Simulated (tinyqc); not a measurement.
What each parameter does: temperature and isotope dependence of a band gap in oscillator models.

E(T) = E0 - sum_i sl_i th_i n_i(T), n = 1/(exp(th/T) - 1). The same coupling lowers the gap at 0 K by the zero-point term ZP = sum_i sl_i th_i/2, so the gap of the static lattice is E0 + ZP. Thermal expansion is taken as part of the slopes.

Inputs chosen for the exercise (near those of diamond; not measured data):
```
symbol  value             unit   meaning
E0      5.509             eV     gap at 0 K
th      (466, 1673)       K      temperatures of two oscillators
sl      (0.1438, 0.4552)  meV/K  their high-temperature slopes
T       300               K      temperature
```

Gap at T, slope -sum sl_i (th_i/T)^2 n_i (1 + n_i) and ZP.

One parameter was then changed.

Results before and after:
```
case     E(T) (eV)  dE/dT (meV/K)  ZP (meV)
base        5.4881        -0.1721    414.28
changed     5.4899        -0.1435    490.30
```

Which of these changes was made? (a) E0 = 5.519 eV; (b) th = (466, 2007) K; (c) sl = (0.1869, 0.4552) meV/K; (d) T = 340 K.

Answer: (b) th = (466, 2007) K. Of the candidates, run in turn, only this one gives the changed row.

All candidates:
```
case                         E(T) (eV)  dE/dT (meV/K)  ZP (meV)
base                            5.4881        -0.1721    414.28
T = 340 K                       5.4806        -0.2048    414.28
E0 = 5.519 eV                   5.4981        -0.1721    414.28
th = (466, 2007) K              5.4899        -0.1435    490.30
sl = (0.1869, 0.4552) meV/K     5.4827        -0.2074    424.32
```

Computed by tinyqc, a small Python program: `OMP_NUM_THREADS=1 python tinyqc.py 1881155 1881156 out.jsonl` (the numbers bound the seed that draws the inputs); one thread of a shared host (Intel(R) Xeon(R) Processor @ 2.30GHz), about 0.01 s for the whole set of steps.
